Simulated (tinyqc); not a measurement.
Inside a calculation. Model: hot carriers by balance equations with a heated Maxwellian. Computed by tinyqc, a small Python program that keeps every step. Command: `OMP_NUM_THREADS=1 python tinyqc.py 3016548 3016549 out.jsonl hot walk`. One thread of a shared host (Intel(R) Xeon(R) Processor @ 2.30GHz), about 0.06 s of CPU time with the checks. Intermediate numbers are printed to about 6 digits and carried at full precision; extremes and crossings named in words are read from the listed rows.

The carriers follow a Maxwellian at an electron temperature T_e, slightly displaced; the drift energy is neglected against k_B T_e. The balance averages the rate, not the time, so mu_0 lies below the relaxation-time value.

Inputs (values chosen for the exercise, modelled on holes in germanium):
```
quantity                                          value       unit
effective mass m                                  0.308        m_0
density rho                                        5323     kg/m^3
sound velocity v_l                                 5220        m/s
acoustic deformation potential D_A                  5.3         eV
phonon energy hbar w                               35.3        meV
optical or intervalley deformation potential D_o    6.8  1e8 eV/cm
final valleys Z_f                                     1          -
lattice temperature T                               500          K
electric field F                                     66      kV/cm
mixing                                                1          -
iteration cap                                        15          -
```

Band: parabolic. Solver: damped fixed point.

Constants: k_B = 8.617333262e-05 eV/K; k_B = 1.380649e-23 J/K; e = 1.602176634e-19 C; hbar = 1.054571817e-34 J s; m_0 = 9.1093837015e-31 kg; hbar = 6.582119569e-16 eV s.

## Equilibrium values

Parabolic band: E = hbar^2 k^2/(2 m), speed v = hbar k/m, states per spin, volume and energy g(E) = m k/(2 pi^2 hbar^2). Masses are multiplied by m_0 and all formulas are in SI units. Phonon occupation N_q = 1/(exp(hbar w/(k_B T)) - 1). Acoustic deformation potential (elastic, equipartition, absorption and emission together): 1/tau = 2 pi k_B T D_A^2 g(E)/(hbar rho v_l^2). Optical or intervalley deformation potential: 1/tau = (pi Z_f D_o^2/(rho w)) [N_q g(E + hbar w) + (N_q + 1) g(E - hbar w)], with g = 0 below the band edge. Averages over the Maxwellian, <y> = int y x^(1/2) exp(-x) dx / int x^(1/2) exp(-x) dx with x = E/(k_B T_e), split at x_0 = hbar w/(k_B T_e): 64 Gauss-Legendre points in sqrt(x) below it and 128 in sqrt(x - x_0) above it, up to x = 32. Momentum balance: mu(T_e) = e/(m nu), nu = <x (sum of rates)>/<x>. Power lost per carrier: P(T_e) = hbar w <emission rate - absorption rate> + <(2 m v_l^2/(k_B T)) (E - 2 k_B T) acoustic rate>. Energy relaxation time at weak heating: tau_E = (3/2) k_B / (dP/dT_e), the derivative by a central difference of +/- 0.5 K at T_e = T.

low-field mobility mu_0 = 1001.24 cm^2/(V s)

energy relaxation time tau_E = 1.92821 ps

tau_E is 11.0 times the momentum relaxation time m mu_0/e: energy is lost more slowly than direction, which is why carriers heat.

## Balance functions

The field that sustains T_e follows from e mu F^2 = P.

Against the electron temperature:
```
T_e (K)  mu (cm^2/(V s))  P optical (1e9 eV/s)  P acoustic (1e9 eV/s)  F (kV/cm)  drift velocity (1e7 cm/s)
550              946.930                 3.225            3.48383e-02     1.8554                   0.175694
650              860.528                 9.158            1.13620e-01     3.2824                   0.282464
800              766.439                16.985            2.52099e-01     4.7423                   0.363469
1000             678.848                25.915            4.69759e-01     6.2344                   0.423218
1500             547.663                43.536            1.15067e+00     9.0331                   0.494707
2500             420.585                68.780            2.97102e+00    13.0614                   0.549341
4000             331.040                96.046            6.57663e+00    17.6069                   0.582858
6000             269.669               123.784            1.26574e+01    22.4935                   0.606582
```

Optical phonons take 99 % of the power in the first row and 91 % in the last. The velocity grows as F^0.83 at first and as F^0.16 at the end, so it levels off; if optical phonons alone set both balances the limit at high T_e would be sqrt(3 hbar w tanh(hbar w/2 k_B T)/(4 m)) = 0.77 in the same unit. Rows above 1400 K (k_B T_e > 0.12 eV) stretch the parabolic band.

## First iteration

Fixed point: T_out = T + (T_e - T) e mu(T_e) F^2/P(T_e), T_new = T_e + mixing (T_out - T_e). Start at T_e = 1.5 T.

mu at the start = 794.263 cm^2/(V s)

P at the start = 1.47044e+10 eV/s

new T_e = 59322.5 K

## The whole iteration

Start at T_e = 1.5 T; stop when T_e moves by less than 1e-6 K or exceeds 1e6 K.

Course of the iteration:
```
iteration  T_e (K)  mu (cm^2/(V s))     step (K)
1            750.0          794.263  5.85725e+04
2          59322.5           85.429  3.30497e+04
3          26272.8          128.438  1.00202e+04
4          36293.0          109.249  3.77913e+03
5          32513.8          115.433  1.32667e+03
6          33840.5          113.145  4.78182e+02
7          33362.3          113.954  1.70751e+02
8          33533.1          113.663  6.11774e+01
9          33471.9          113.767  2.18926e+01
10         33493.8          113.730  7.83775e+00
11         33486.0          113.743  2.80555e+00
12         33488.8          113.738  1.00431e+00
13         33487.8          113.740  3.59510e-01
14         33488.1          113.739  1.28693e-01
15         33488.0          113.739  4.60680e-02
```

electron temperature T_e = 33488.0 K

Not converged after 15 iterations: the residual falls at every step, but slowly, by a factor of about 0.358 a step.

Reruns still fail with mixing = 0.3, iteration cap = 300; and with mixing = 0.1, iteration cap = 300; and with solver = Newton, iteration cap = 300.

Checks made by the program: detailed balance, P(T_e = T) = 0, on the scale of P at 1.1 T (relative difference below 1e-10).
